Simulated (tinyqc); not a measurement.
Short-channel transistor, virtual-source model with series resistance: one step of the calculation.

The current per gate width is the charge at the top of the source barrier (the virtual source) times its velocity times a saturation function; al and be are fitting constants of the model. Units: I in uA/um, Rs in ohm um, so I Rs = 1e-6 I Rs in volts; Q in uC/cm^2, so I = 1e-4 Q vx0 Fsat with vx0 in cm/s.

Problem. Current through the series resistance. Intrinsic voltages Vg' = Vgs - I Rs, Vd' = Vds - 2 I Rs. n = n0 + nd Vd', VT = VT0 - dl Vd', Ff = 1/(1 + exp((Vg' - VT + al Vt/2)/(al Vt))), Q = Cinv n Vt ln(1 + exp((Vg' - VT + al Vt Ff)/(n Vt))), Vdsat = (vx0 L/mu)(1 - Ff) + Vt Ff, Fsat = u/(1 + u^be)^(1/be) with u = Vd'/Vdsat, and I(out) = Q vx0 Fsat per width. (Fsat takes the sign of u.) Newton step: I(new) = I + (I(out) - I)/(1 - s), s = dI(out)/dI by a central difference with +/- 0.001 uA/um.

Inputs (values chosen for the exercise): temperature T = 300 K; inversion capacitance Cinv = 2.16 uF/cm^2; velocity at the virtual source vx0 = 2.57e7 cm/s; apparent mobility mu = 91 cm^2/(V s); channel length L = 16 nm; threshold at zero drain voltage VT0 = 0.326 V; drain-induced barrier lowering dl = 0.161 V/V; subthreshold factor n0 = 1.09; growth of n with drain voltage nd = 0.2 1/V; threshold shift (in units of Vt) from weak to strong inversion al = 3.5; sharpness of saturation be = 1.4; series resistance of each contact Rs = 50 ohm um; gate voltage Vgs = 0.6 V; drain voltage Vds = 0.05 V.

Constants: q = 1.602176634e-19 C, kB = 1.380649e-23 J/K, Vt = kB T/q. Results are converted to the units shown.

I after iteration 1 = 126.74903 uA/um

Find: Vg'; Vd'; VT; Ff; Q; Vdsat; Fsat; I(out); s; I after iteration 2.

Solution.

Vg' = 0.5937 V
Vd' = 0.03733 V
VT = 0.3200 V
Ff = 0.02862
Q = 0.5967 uC/cm^2
Vdsat = 0.4397 V
Fsat = 0.08302
I(out) = 127.3 uA/um
s = -0.3578
I after iteration 2 = 127.2 uA/um

Computed by the program tinyqc: `OMP_NUM_THREADS=1 python tinyqc.py 2380075 2380076 out.jsonl`, one thread of a shared Intel Xeon 2.30GHz, about 0.01 s for the whole run.
